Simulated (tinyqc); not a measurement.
Hall effect and magnetoresistance of several carrier groups with constant relaxation times: one step, computed by the program tinyqc.

Group 1 has charge +e and group 2 charge +e; s_i is that sign. B lies along z; mu B is formed with mu in m^2/(V s).

Problem. Resistivity, Hall coefficient and magnetoresistance. rho_xx = sigma_xx/(sigma_xx^2 + sigma_xy^2); Hall coefficient R_H = sigma_xy/(B (sigma_xx^2 + sigma_xy^2)), with B in V s/cm^2 (1 T = 1e-4 V s/cm^2); magnetoresistance MR = rho_xx(B)/rho_xx(0) - 1. Apparent density 1/(e |R_H|); Hall mobility |R_H|/rho_xx.

Inputs (values chosen for the exercise, for a model conductor): magnetic field B = 0.16 T.

Carriers: light and heavy holes. Densities: per volume.

sigma_xx = 194785.8 S/cm

sigma_xy = 100576.3 S/cm

sigma at B = 0 = 250067.7 S/cm

Constants: e = 1.602176634e-19 C.

Give: rho_xx; Hall coefficient R_H; magnetoresistance MR; apparent density; Hall mobility.

Solution.

rho_xx = 4.053e-06 ohm cm

Hall coefficient R_H = 0.1308 cm^3/C

magnetoresistance MR = 1.358 %

apparent density = 4.772e+19 1/cm^3

Hall mobility = 32271 cm^2/(V s)
